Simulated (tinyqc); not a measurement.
# Off-state leakage of single and stacked transistors: effects of single changes

n-channel devices of unit width. Subthreshold current I(Vg, Vs, Vd) = I0 (T/300 K)^0.5 exp[(Vg - Vs - VT(T) - gb (Vs - Vb) + dd (Vd - Vs))/(nf Vt)] (1 - exp(-(Vd - Vs)/Vt)), VT(T) = VT - cT (T - 300 K). Gate-edge tunnelling Ig (Vd/1 V) exp(ag (Vd - 1 V)), for a gate at 0 V, and band-to-band leakage Ab u exp(-Bb/u), u = Vd - Vb + 1 V, flow at a drain held at V; both are taken as independent of T. In a stack of off transistors (all gates at 0 V) the same subthreshold current passes through each.

Inputs (values chosen for the exercise); values of the order met in bulk silicon logic transistors:
```
symbol,value,unit,meaning
T,358,K,temperature
V,1,V,supply voltage
VT,0.45,V,"threshold at 300 K, zero drain and body bias"
cT,0.5,mV/K,fall of the threshold with temperature
I0,0.67,uA/um,current at threshold at 300 K
nf,1.35,,slope factor
dd,0.12,,drain-induced lowering per volt
gb,0.11,,rise of the threshold per volt of source-body bias
Ig,1e-5,uA/um,gate-edge tunnelling current at 1 V
ag,3,1/V,exponential slope of the gate current
Ab,2,uA/(um V),prefactor of band-to-band leakage at the drain
Bb,29,V,its exponential voltage
Vb,-0.3,V,body voltage
```

Constants: q = 1.602176634e-19 C, kB = 1.380649e-23 J/K, Vt = kB T/q. Results are converted to the units shown.

Each table varies one quantity; the others keep the values above.

## Subthreshold current against the height of the stack

All n gates at 0 V, bottom source at 0 V, top drain at V; node voltages follow from equal currents.

Subthreshold current against the height of the stack:

| n | I (nA/um) | reduction factor | drain voltage of the bottom device (mV) | source voltage of the top device (mV) | voltage across the top device (V) |
|---|---|---|---|---|---|
| 1 | 0.24074 | 1.0000 | 1000.0 | 0 | 1.0000 |
| 2 | 0.016591 | 14.511 | 90.572 | 90.572 | 0.90943 |
| 3 | 0.0082470 | 29.192 | 25.838 | 114.24 | 0.88576 |
| 4 | 0.0054836 | 43.902 | 15.194 | 128.06 | 0.87194 |
| 5 | 0.0041075 | 58.611 | 10.785 | 137.84 | 0.86216 |
| 6 | 0.0032837 | 73.315 | 8.3654 | 145.42 | 0.85458 |

The second transistor cuts the current by a factor of 14.5, the third by a further 2.01 and the sixth by 1.25. The top device keeps 85.5 % of the supply at n = 6, while the drain voltage of the bottom one falls to 0.271 Vt.

## Leakage components against the body voltage

Same model as above.

One transistor with Vg = Vs = 0, Vd = V; stack factor I(one)/I(two in series).

The same in every row: gate edge (nA/um) = 0.010000; stack factor = 14.511.

Results:

| Vb (V) | subthreshold (nA/um) | band-to-band (nA/um) | total (nA/um) | largest part |
|---|---|---|---|---|
| 0.2 | 0.90175 | 3.6252e-4 | 0.91211 | subthreshold |
| -0.2 | 0.31352 | 0.0082920 | 0.33181 | subthreshold |
| -0.4 | 0.18486 | 0.027134 | 0.22200 | subthreshold |
| -0.6 | 0.10900 | 0.074465 | 0.19347 | subthreshold |
| -0.8 | 0.064272 | 0.17788 | 0.25216 | band-to-band |
| -1 | 0.037898 | 0.38016 | 0.42806 | band-to-band |
| -1.2 | 0.022346 | 0.74197 | 0.77432 | band-to-band |
| -1.4 | 0.013176 | 1.3435 | 1.3667 | band-to-band |

Estimate the missing row, Vb = 0 V.

Computed row:

| Vb (V) | subthreshold (nA/um) | band-to-band (nA/um) | total (nA/um) | largest part |
|---|---|---|---|---|
| 0 | 0.53171 | 0.0020174 | 0.54373 | subthreshold |

With this row back in the table: As Vb goes from 0.2 to -1.4, the total leakage goes from 0.912 through a minimum of 0.193 (at Vb = -0.6 among the rows listed) to 1.37 nA/um. The subthreshold part leads at Vb = 0.2, the band-to-band part from -0.8 on. The exact minimum lies at Vb = -0.571 V: reverse body bias lowers the subthreshold part by a decade every nf Vt ln 10/gb = 0.872 V but raises the band-to-band part. The reduction by a stack of two stays at 14.5, for the subthreshold part alone. For Vb = 0.2 the body is forward biased; the junction current, left out, is still small at this voltage.

Numbers from tinyqc (`OMP_NUM_THREADS=1 python tinyqc.py 2242010 2242011 out.jsonl`; about 0.03 s on one thread of a shared Intel Xeon 2.30GHz).
